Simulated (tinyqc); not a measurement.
# Fully depleted semiconductor-on-insulator film with two gates, non-linear Poisson equation by Newton steps: threshold and coupling against the buried-oxide thickness

One dimension across the film, front interface at x = 0, back interface at x = ts. psi is counted from the intrinsic level, n = ni exp(psi/Vt) (source grounded), holes neglected, acceptors ionised. Gates act through Cox = eps0 eox/tox and Cbox = 3.9 eps0/tb with potentials G1 = Vg - (phiM - chi - Vt ln(Nc/ni)) and G2 = Vb - (phiB - chi - Vt ln(Nc/ni)). Classical Boltzmann densities, no interface charge, no depletion in the back plane.

ni = sqrt(Nc Nv) exp(-Eg/(2 Vt)), Eg in volts. The Poisson equation eps0 eps_r d2psi/dx2 = q (n + Na), with -eps0 eps_r dpsi/dx = Cox (G1 - psi) at x = 0 and eps0 eps_r dpsi/dx = Cbox (G2 - psi) at x = ts, is solved on 300 equal intervals with half boxes at both ends; N_inv is the trapezoid sum of n. VT is the Vg for N_inv = 1e11 cm^-2; -dVT/dVb from the linearised equation. Limits with Cs = eps0 eps_r/ts: front channel Cs Cbox/(Cox (Cs + Cbox)), back channel Cbox (Cox + Cs)/(Cox Cs). Swing at N_inv = 1e8 cm^-2.

Values chosen for this exercise; band and dielectric values close to those of silicon:
- T = 350 K (temperature)
- Eg = 1.12 eV (band gap)
- eps_r = 11.5 (relative permittivity)
- Nc = 3.52e19 cm^-3 (conduction-band density of states at T)
- Nv = 3.29e19 cm^-3 (valence-band density of states at T)
- chi = 4.11 eV (electron affinity)
- eox = 3.9 (relative permittivity of the gate insulator (close to silicon dioxide))
- tox = 1.6 nm (insulator thickness)
- ts = 24 nm (film thickness)
- Na = 1e15 cm^-3 (acceptor density of the film)
- phiM = 4.72 eV (work function of the front gate)
- phiB = 4.16 eV (work function of the back plane)
- Vb = 0 V (back-gate voltage)

Constants: q = 1.602176634e-19 C, kB = 1.380649e-23 J/K, Vt = kB T/q, eps0 = 8.8541878128e-14 F/cm where lengths are in cm. Results are converted to the units shown.

Results:

| tb (nm) | VT (V) | centroid/ts at VT | -dVT/dVb | front-channel limit | back-channel limit | swing (mV/decade) |
|---|---|---|---|---|---|---|
| 6 | 0.311 | 0.769 | 0.974 | 0.113 | 1.62 | 165 |
| 9.9 | 0.354 | 0.688 | 0.556 | 0.0887 | 0.984 | 125 |
| 16 | 0.380 | 0.617 | 0.329 | 0.0663 | 0.609 | 102 |
| 27 | 0.398 | 0.558 | 0.189 | 0.0455 | 0.361 | 87.5 |
| 45 | 0.409 | 0.518 | 0.112 | 0.0301 | 0.216 | 79.6 |
| 120 | 0.419 | 0.477 | 0.0413 | 0.0125 | 0.0812 | 73.0 |
| 200 | 0.422 | 0.467 | 0.0247 | 0.00769 | 0.0487 | 71.5 |

Estimate the missing row, tb = 73 nm.

Computed row:

| tb (nm) | VT (V) | centroid/ts at VT | -dVT/dVb | front-channel limit | back-channel limit | swing (mV/decade) |
|---|---|---|---|---|---|---|
| 73 | 0.415 | 0.494 | 0.0682 | 0.0197 | 0.133 | 75.4 |

With this row back in the table: As tb goes from 6 to 200, VT rises from 0.311 to 0.422 V, the centroid falls from 0.769 to 0.467 of ts and -dVT/dVb falls from 0.974 to 0.0247. The coupling covers 57.0 % of the way from the front-channel to the back-channel limit in the first row and 41.4 % in the last.

Program tinyqc, `OMP_NUM_THREADS=1 python tinyqc.py 2190061 2190062 out.jsonl`; Intel Xeon 2.30GHz, shared host, one thread, about 0.3 s.
